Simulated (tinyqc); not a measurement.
From results back to parameters: nanosheet or nanowire with hard walls, valleys of the Si type. Two cases, with inputs chosen for the exercise.

Problem. In a hard-walled rectangle E(n, l) = c pi^2 (n^2/(m_y W^2) + l^2/(m_z H^2)), c = hbar^2/2m0. Two levels were computed from hidden W and H.

Constants: hbar^2/2m0 = 3.80998211 eV angstrom^2.

Find: width term; height term; W; H.

Method. The difference of the two levels is three times the width term; the rest of E(1, 1) is the height term.

Case 1.

Values chosen (out of a larger set: near those of Si; not measured data): m_y = 0.189 m0 (mass across the width); m_z = 0.928 m0 (mass along the height).

E(1, 1) = 0.021440 eV
E(2, 1) = 0.037137 eV

Solution.

width term = 5.23 meV
height term = 16.21 meV
W = 195.0 angstrom
H = 50.0 angstrom

Case 2.

Values chosen (out of a larger set: near those of Si; not measured data): m_y = 0.191 m0 (mass across the width); m_z = 0.933 m0 (mass along the height).

E(1, 1) = 0.047538 eV
E(2, 1) = 0.168074 eV

Solution.

width term = 40.18 meV
height term = 7.36 meV
W = 70.0 angstrom
H = 74.0 angstrom

Computed by tinyqc, one run a case: `OMP_NUM_THREADS=1 python tinyqc.py N N+1 out.jsonl` with N = 1252368, 1252643; one thread of a shared Intel(R) Xeon(R) Processor @ 2.30GHz, about 0.04 s a run at most.
